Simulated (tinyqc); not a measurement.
Gupta-type many-body potential for a metal: one step, computed by the program tinyqc.

E_i = sum_j A exp(-p (r_ij/r0 - 1)) - xi rho_i^gamma, with rho_i = sum_j exp(-2 q (r_ij/r0 - 1)); gamma = 1/2 is the tight-binding second-moment form. The crystal is fcc unless stated; d is the neighbour distance and a fixed number of shells is kept.

Problem. The (110) surface. fcc shells: d sqrt(k), k = 1..5, with 12, 6, 24, 12, 24 atoms; Omega = d^3/sqrt2. Cut the crystal without relaxation; an atom in layer l keeps the neighbours that lie below the surface plane. Excess = E_i + E_c. Surface energy = sum of excesses over the layers, divided by the area per surface atom: (sqrt3/2) d^2 for (111), d^2 for (100), sqrt2 d^2 for (110).

Inputs (values chosen for the exercise, for a model metal):
```
quantity                  value      unit
repulsion A               0.105        eV
hopping xi                 1.53        eV
decay p                    11.1         -
decay q                    3.14         -
reference distance r0     2.889  angstrom
shells kept                   3         -
embedding exponent gamma   0.45         -
```

Surface: (110).

neighbour distance d = 2.892795 angstrom

cohesive energy E_c = 3.532580 eV

Constants: 1 eV/angstrom^2 = 16.02176634 J/m^2.

Give: Layers; excess per surface atom; surface energy.

Solution.

Layers:
```
layer  nearest neighbours  repulsion (eV)    rho  excess (eV)
1                       7           0.729   7.37       0.5016
2                      11           1.143  11.38       0.1048
3                      12           1.249  12.54       0.0067
```

excess per surface atom = 0.6131 eV

surface energy = 0.8300 J/m^2
